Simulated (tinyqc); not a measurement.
Hot electrons in a saturated n-channel MOSFET, lucky-electron model: one step of the calculation.

Beyond pinch-off the lateral field grows as Esat cosh(y/l) over the velocity-saturated region (pseudo-two-dimensional model). Impact ionisation in this region gives the substrate current, which biases the body forward through Rsub. Currents are per width. Local-field laws: they overstate ionisation when the field peak is narrower than an energy relaxation length.

Task. Length and field scales. Cox = 3.9 eps0/tox, l = sqrt(3 tox xj), Esat = 2 vs/mu.

Values chosen for this exercise; values close to those of silicon n-channel devices:
- L = 0.5 um (channel length)
- tox = 11 nm (oxide thickness)
- xj = 210 nm (junction depth)
- mu = 440 cm^2/(V s) (effective mobility)
- vs = 9.9e6 cm/s (saturation velocity)

Constants: eps0 = 8.8541878128e-14 F/cm where lengths are in cm. Results are converted to the units shown.

Find: Cox; l; Esat; Esat L.

Result.

Cox = 0.31392 uF/cm^2
l = 83.247 nm
Esat = 0.045000 MV/cm
Esat L = 2.2500 V

Numbers from tinyqc (`OMP_NUM_THREADS=1 python tinyqc.py 2550138 2550139 out.jsonl`; about 0.01 s on one thread of a shared Intel Xeon 2.30GHz).
